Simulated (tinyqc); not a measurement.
Wannier function of the lower band of a two-orbital chain: one step. The same from overlaps (Marzari-Vanderbilt). Two cases, with inputs chosen for the exercise.

Question. b = 2 pi/N; M_j = u_j^+ diag(1, exp(-i b xb)) u_(j+1), with u_N = u_0. Centre = -(1/2 pi) sum arg M_j; gauge-invariant part Omega_I = (1/(N b^2)) sum (1 - |M_j|^2); gauge-dependent part Omega_D = (1/(N b^2)) sum (arg M_j + b centre)^2.

Case 1.

Values chosen: xb = 0.55 a (position of B (A at 0)).

Mesh:

| j | E lower (eV) | E upper (eV) | u_A | u_B | \|<trial\|u>\| |
|---|---|---|---|---|---|
| 0 | -2.800751 | 2.660751 | 0.7655435 | 0.6433841 | 0.984672 |
| 1 | -2.553041 | 2.454046 | 0.7415894-0.0907175i | 0.6458533+0.1571274i | 0.965162 |
| 2 | -1.913034 | 1.913034 | 0.6564959-0.1800614i | 0.6628158+0.3118755i | 0.899950 |
| 3 | -1.143720 | 1.242715 | 0.4508044-0.2395118i | 0.7532010+0.4148466i | 0.767009 |
| 4 | -0.708845 | 0.848845 | 0.1360808 | 0.9906977 | 0.613198 |
| 5 | -1.143720 | 1.242715 | 0.4508044+0.2395118i | 0.7532010-0.4148466i | 0.767009 |
| 6 | -1.913034 | 1.913034 | 0.6564959+0.1800614i | 0.6628158-0.3118755i | 0.899950 |
| 7 | -2.553041 | 2.454046 | 0.7415894+0.0907175i | 0.6458533-0.1571274i | 0.965162 |

Case 2.

Values chosen: xb = 0.66 a (position of B (A at 0)).

Mesh:

| j | E lower (eV) | E upper (eV) | u_A | u_B | \|<trial\|u>\| |
|---|---|---|---|---|---|
| 0 | -3.434351 | 2.154351 | 0.7929889 | 0.6092361 | 0.991523 |
| 1 | -2.182247 | 2.182247 | 0.8018190-0.1321796i | 0.5675768+0.1321796i | 0.968309 |
| 2 | -0.670267 | 1.950267 | 0.8714867 | 0.4904191 | 0.963013 |
| 3 | -2.182247 | 2.182247 | 0.8018190+0.1321796i | 0.5675768-0.1321796i | 0.968309 |

Give: Overlaps; centre from overlaps; Omega_I; Omega_D.

Answer.

Case 1.

Overlaps:

| j | \|M_j\| | arg M_j (rad) |
|---|---|---|
| 0 | 0.9990 | -0.1524 |
| 1 | 0.9946 | -0.1875 |
| 2 | 0.9750 | -0.3159 |
| 3 | 0.8648 | -0.8559 |
| 4 | 0.8648 | -0.8559 |
| 5 | 0.9750 | -0.3159 |
| 6 | 0.9946 | -0.1875 |
| 7 | 0.9990 | -0.1524 |

centre from overlaps = 0.481 a
Omega_I = 0.1274 a^2
Omega_D = 0.1295 a^2

The centre is the Berry phase over 2 pi and does not depend on the trial orbital (modulo a). Omega_D is 50.4 % of the total; in one dimension a gauge that spreads the phase evenly removes it. The total is 0.2569 a^2, against 0.3014 a^2 (centre 0.481 a) in real space on 96 cells.

Case 2.

Overlaps:

| j | \|M_j\| | arg M_j (rad) |
|---|---|---|
| 0 | 0.9524 | -0.3893 |
| 1 | 0.8003 | -0.1980 |
| 2 | 0.8003 | -0.1980 |
| 3 | 0.9524 | -0.3893 |

centre from overlaps = 0.187 a
Omega_I = 0.0917 a^2
Omega_D = 0.0037 a^2

The centre is the Berry phase over 2 pi and does not depend on the trial orbital (modulo a). Omega_D is 3.9 % of the total; in one dimension a gauge that spreads the phase evenly removes it. The total is 0.0954 a^2, against 0.1153 a^2 (centre 0.200 a) in real space on 96 cells.

Computed by tinyqc, one run a case: `OMP_NUM_THREADS=1 python tinyqc.py N N+1 out.jsonl` with N = 1452406, 1452470; one thread of a shared Intel(R) Xeon(R) Processor @ 2.30GHz, about 0.2 s a run at most.
